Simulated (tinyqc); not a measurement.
# Tunnelling through a gate dielectric with the two-band (Franz) dispersion, WKB transmission and Tsu-Esaki current: effect of temperature

Electrons leave the emitter at x = 0. Energies E (motion across the layers) are in eV from the emitter Fermi level; the collector Fermi level lies at -V and offers states at every E. No charge in the dielectric and no image force: F1 = V/t1, U = phi1 - F1 x. With C = hbar^2/(2 m0), kappa = sqrt(m u (1 - u/Egx)/C), u = U - E where U > E and 0 elsewhere; T(E) = exp(-S), S = 2 times the integral of kappa over x.

Each layer adds (2/F) sqrt(m/C) [G(u at its left edge) - G(u at its right edge)] to S, with u = U - E (0 where negative) and G(u) = Egx^1.5 (th - sin(4 th)/4)/4, th = arcsin sqrt(u/Egx). J = J0 times the integral of T(E) N(E) dE, N = ln[(1 + exp(-E/Vt))/(1 + exp((-E - V)/Vt))], J0 = q^2 me m0 kB T/(2 pi^2 hbar^3) (times 1e-4 for A/cm^2 per eV), from E = -Ef to far above the barrier (T = 1 there), by quadrature converged to the digits shown.

Inputs (values chosen for the exercise); dielectric values close to those of silicon dioxide:
```
symbol,value,unit,meaning
Ef,0.44,eV,Fermi energy of the emitter above its band bottom
me,0.81,m0,emitter mass in the supply function
phi1,3.18,eV,barrier of layer 1 above the emitter Fermi level at zero bias
m1,0.51,m0,tunnelling mass of layer 1
t1,1.1,nm,thickness of layer 1
Egx,7.7,eV,"gap parameter of the two-band dispersion, set freely"
V,0.5,V,voltage across the dielectric
```

Constants: q = 1.602176634e-19 C, kB = 1.380649e-23 J/K, hbar = 1.054571817e-34 J s, m0 = 9.1093837015e-31 kg, Vt = kB T/q, hbar^2/(2 m0) = 0.0380998212 eV nm^2. Results are converted to the units shown.

Result of one run:
```
J (A/cm^2)	mean E of the current (eV)
2.155e4	-0.2808
```

Which temperature T gave this result: 100, 200, 300, 400 or 750 K?

T = 400 K.

The whole series:
```
T (K)	J (A/cm^2)	mean E of the current (eV)
50	2.110e4	-0.2877
100	2.112e4	-0.2874
200	2.121e4	-0.2861
300	2.136e4	-0.2839
400	2.155e4	-0.2808
500	2.179e4	-0.2768
600	2.207e4	-0.2720
750	2.256e4	-0.2633
```

Between 50 and 300 K the current changes by a factor of 1.01, and between 300 and 750 K by 1.06; the mean energy of the current rises from -0.288 to -0.263 eV. The transmission grows by a factor e over d = 1.40 eV near E = 0, equal to kB T/q at 16200 K: far below that temperature the thermal tail adds little.

Computed by the program tinyqc: `OMP_NUM_THREADS=1 python tinyqc.py 2540119 2540120 out.jsonl`, one thread of a shared Intel Xeon 2.30GHz, about 0.03 s for the whole run.
